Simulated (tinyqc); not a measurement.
X-ray reflectivity of a thin film on silicon: critical angles, Parratt recursion, fringes and roughness: one step, computed by the program tinyqc. Command: `OMP_NUM_THREADS=1 python tinyqc.py 3120567 3120568 out.jsonl xrr walk`. One thread of a shared host (Intel(R) Xeon(R) Processor @ 2.30GHz), about 0.01 s of CPU time with the checks.

n = 1 - delta + i beta; the classical electron radius is r_e = 2.8179403e-6 nm. Layer 0 is vacuum, 1 the film, 2 the substrate.

Problem. Fringe period, contrast and decay. Far above the critical angle the period is d theta = lambda/(2 d), or 2 pi/d in q; the envelope runs between (|r_01| - |r_12 p|)^2 and (|r_01| + |r_12 p|)^2; contrast = 2 a b/(a^2 + b^2) with a = |r_01|, b = |r_12 p|; roughness factors on the amplitudes are about exp(-q^2 sigma^2/2).

Inputs (values chosen for the exercise, modelled on a porous low-k film on silicon, copper K-alpha radiation): wavelength lambda = 0.15406 nm; film thickness d = 22.7 nm; roughness of the surface sigma_1 = 1 nm; roughness of the interface sigma_2 = 0.73 nm.

1000 r_01 = 0.002775287-0.000025707i

1000 r_12 = 0.03157192-0.00142449i

p = -0.7404374-0.6694262i

q = 4 pi sin(theta)/lambda = 3.501056 1/nm

Give: period in theta; period in q; contrast; roughness factor, surface; roughness factor, interface.

Solution.

period in theta = 0.1944 degrees

period in q = 0.2768 1/nm

contrast = 0.1746

roughness factor, surface = 0.002179

roughness factor, interface = 0.03816
